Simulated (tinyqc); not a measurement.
Composition and strain of an epitaxial Si(1-x)Ge(x) layer from Raman and X-ray peaks. From Si-Si peak back to Ge fraction x. Computed by tinyqc, a small Python program. Command: `OMP_NUM_THREADS=1 python tinyqc.py 3017998 3017999 out.jsonl epiraman inv`. One thread of a shared host (Intel(R) Xeon(R) Processor @ 2.30GHz), about 0.02 s of CPU time with the checks.

A (001) layer, biaxially strained in the plane. The Raman peaks follow empirical lines omega = w0 + c1 x + c3 x^3 + b eps (c3 for Si-Ge alone), with eps the in-plane strain.

Inputs (values chosen for the exercise, modelled on silicon-germanium):
```
quantity                     value      unit
degree of relaxation R           0         -
lattice constant of Si       5.431  angstrom
lattice constant of Ge       5.658  angstrom
bowing B                     0.026  angstrom
2 C12/C11 of Si              0.772         -
2 C12/C11 of Ge              0.747         -
Si-Si: w0                    520.9      1/cm
Si-Si: c1                    -67.1      1/cm
Si-Si: strain coefficient b   -768      1/cm
Si-Ge: w0                    400.1      1/cm
Si-Ge: c1                     25.7      1/cm
Si-Ge: c3                    -33.4      1/cm
Si-Ge: strain coefficient b   -560      1/cm
Ge-Ge: w0                    280.3      1/cm
Ge-Ge: c1                     19.2      1/cm
Ge-Ge: strain coefficient b   -423      1/cm
```

Substrate: silicon.

Method:
- Relaxed lattice constant a(x) = a_Si + (a_Ge - a_Si) x - B x (1 - x).
- In-plane constant a_par = a_sub + R (a(x) - a_sub); eps = a_par/a(x) - 1; eps_perp = -(2 C12/C11) eps with 2 C12/C11 linear in x; a_perp = a(x) (1 + eps_perp).
- Insert x and eps in the three lines; the strain part is b eps.

Task: A run gave the result below. Find the Ge fraction x, known to lie between 0.47 and 0.9.

Si-Si peak = 494.0332 1/cm

Result:

Each step takes the trial c = (a f_b - b f_a)/(f_b - f_a), f being the result less the target and a, b, c the logarithms of the listed values; c replaces end b, the old b replaces a if the sign of f changed, and otherwise f_a is halved.

Scan of the range:
```
Ge fraction x  Si-Si peak (1/cm)
0.470                    503.277
0.524                    501.320
0.584                    499.161
0.650                    496.805
0.725                    494.149
0.808                    491.239
0.900                    488.045
```

False position (Illinois rule, in the logarithm of the input) inside the bracket:
```
step     end a     end b     trial  Si-Si peak (1/cm)
1     0.725000  0.808000  0.728145            494.039
2     0.808000  0.728145  0.728292            494.033
3     0.808000  0.728292  0.728306            494.033
4     0.728292  0.728306  0.728299            494.033
```

Si-Si peak falls at every point of a 13-point scan of the range (every second point is shown), so one value fits; it is bracketed by 0.725 and 0.808. Answer: Ge fraction x = 0.7283.

Caution: strains above 2 % survive only in layers a few nanometres thick, and the linear relations lose accuracy.
